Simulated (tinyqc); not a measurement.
Raising U: Hubbard ring of 5 sites, mean field against exact. Computed by the program tinyqc. Command: `OMP_NUM_THREADS=1 python tinyqc.py 111541 111542 out.jsonl`; one thread of a shared host (Intel(R) Xeon(R) Processor @ 2.60GHz), about 10 s.

one-body matrix (hopping and site energies) (eV):
```
         1        2        3        4        5
1   0.0000  -1.0200   0.0000   0.0000  -1.0200
2  -1.0200   0.0000  -1.0200   0.0000   0.0000
3   0.0000  -1.0200   0.0000  -1.0200   0.0000
4   0.0000   0.0000  -1.0200   0.0000  -1.0200
5  -1.0200   0.0000   0.0000  -1.0200   0.0000
```

electrons, up and down: 3  2

Collinear unrestricted mean field (the lowest of 40 random starts) against exact diagonalisation.

Exact and mean-field results (eV):
```
U          U/t   E exact  E mean field  mean |n_up - n_down|  double occupancy, exact  first gap in the sector
0.510    0.500  -5.38252      -5.36293                 0.200                    0.221                    0.000
1.020    1.000  -4.84250      -4.76287                 0.220                    0.202                    0.000
2.040    2.000  -3.91682      -3.60282                 0.335                    0.161                    0.000
3.060    3.000  -3.19558      -2.62601                 0.611                    0.123                    0.000
4.080    4.000  -2.65208      -2.00470                 0.787                    0.092                    0.000
6.120    6.000  -1.93584      -1.35011                 0.909                    0.053                    0.000
8.160    8.000  -1.50684      -1.01590                 0.949                    0.033                    0.000
12.240  12.000  -1.03404      -0.67880                 0.978                    0.016                    0.000
20.400  20.000  -0.63027      -0.40774                 0.992                    0.006                    0.000
```

In absolute terms mean field is worst at U/t = 4.0, 0.647 eV too high: at small U it is nearly exact, and at large U it misses only exchange-scale energies. Relative to the exact energy its error is 0.4 % at the smallest U, 35 % at most and 35 % at the largest. The double occupancy falls from 0.221 to 0.006; the lowest level is degenerate at every U, so the first gap stays zero.
